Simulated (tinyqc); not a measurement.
What each integral does: Slater-Koster d bands of an fcc metal.

Inputs chosen for the exercise (out of a larger set: of the size met in Ni; not measured data): dds = -0.476 eV (dd sigma); ddp = 0.2 eV (dd pi); ddd = -0.071 eV (dd delta).

Levels at Gamma, E(t2g) = 3 dds + 4 ddp + 5 ddd, E(eg) = 1.5 dds + 6 ddp + 4.5 ddd, and W = sqrt(12 mu2), the width of a rectangular band with the same second moment mu2 = z (dds^2 + 2 ddp^2 + 2 ddd^2)/5, z = 12. Each row changes one parameter from the base and keeps the others.

Results:
```
case              t2g (eV)  eg (eV)  W (eV)
base               -0.9830   0.1665  3.0199
dds = -0.4046 eV   -0.7688   0.2736  2.7035
ddp = 0.23 eV      -0.8630   0.3465  3.1405
ddd = -0.0816 eV   -1.0360   0.1188  3.0353
```

The largest shifts from the base row, up to three for each result and ties (the steps differ in size, so this ranks the rows, not the parameters). t2g (eV): dds +0.2142, ddp +0.1200, ddd -0.0530. eg (eV): ddp +0.1800, dds +0.1071, ddd -0.0477. W (eV): dds -0.3164, ddp +0.1206, ddd +0.0154. The ratio of the shifts of t2g and eg names the integral: 3 : 1.5 for dds, 4 : 6 for ddp, 5 : 4.5 for ddd.

Program tinyqc; command `OMP_NUM_THREADS=1 python tinyqc.py 1450456 1450457 out.jsonl`; about 0.06 s on one thread of a shared Intel(R) Xeon(R) Processor @ 2.30GHz.
